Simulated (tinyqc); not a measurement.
Deal-Grove kinetics of thermal oxidation of silicon. Changing the temperature T. Computed by tinyqc, a small Python program. Command: `OMP_NUM_THREADS=1 python tinyqc.py 3018181 3018182 out.jsonl oxide sweep`. One thread of a shared host (Intel(R) Xeon(R) Processor @ 2.30GHz), about 0.2 s of CPU time with the checks.

Oxidant diffuses through the oxide and reacts at the interface, so that dx/dt = B/(A + 2x) for the oxide thickness x.

Inputs (values chosen for the exercise, close to those used for silicon):

| quantity | value | unit |
|---|---|---|
| prefactor B0 | 427 | um^2/h |
| activation energy E_B | 0.781 | eV |
| prefactor (B/A)0 | 9.88e+07 | um/h |
| activation energy E_A | 2.06 | eV |
| oxidant pressure p | 1 | atm |
| pressure exponent m of B/A | 1 | - |
| initial oxide x_i | 0.002 | um |
| time t | 4.4 | h |

Ambient: steam. Surface: (100).

Constants: k_B = 8.617333262e-05 eV/K.

Method:
- B = B0 p exp(-E_B/(k_B T)), B/A = (B/A)0 p^m exp(-E_A/(k_B T)), p in atm; A = B/(B/A).
- Temperatures in kelvin are T(C) + 273.15.
- tau = (x_i^2 + A x_i)/B and x = (A/2) [sqrt(1 + 4 B (t + tau)/A^2) - 1], the root of x^2 + A x = B (t + tau).
- Silicon consumed is 0.44 times the oxide grown; the rate is B/(A + 2x).

One run for each value:

| temperature T (C) | oxide thickness x (um) | length A (um) | linear constant B/A (um/h) | parabolic constant B (um^2/h) |
|---|---|---|---|---|
| 800 | 0.092 | 4.387 | 2.092e-02 | 0.0918 |
| 850 | 0.228 | 2.370 | 5.638e-02 | 0.1336 |
| 900 | 0.460 | 1.350 | 1.397e-01 | 0.1885 |
| 950 | 0.738 | 0.805 | 3.213e-01 | 0.2585 |
| 1000 | 1.009 | 0.500 | 6.922e-01 | 0.3458 |
| 1050 | 1.260 | 0.322 | 1.407e+00 | 0.4525 |
| 1100 | 1.495 | 0.214 | 2.717e+00 | 0.5807 |
| 1150 | 1.723 | 0.146 | 5.009e+00 | 0.7323 |
| 1200 | 1.949 | 0.103 | 8.858e+00 | 0.9090 |

What does the table show, and why?

Over the rows, oxide thickness x (um) rises from 0.0921 to 1.95; length A (um) falls from 4.39 to 0.103. A falls with T because E_A exceeds E_B, so hot oxidation turns parabolic sooner. The apparent activation energy of x, -d ln x / d(1/(k_B T)), is 1.88 eV between the first rows and 0.44 eV between the last; a film much thicker than x_i would show E_A = 2.06 eV in the linear limit and E_B/2 = 0.3905 eV in the parabolic one.
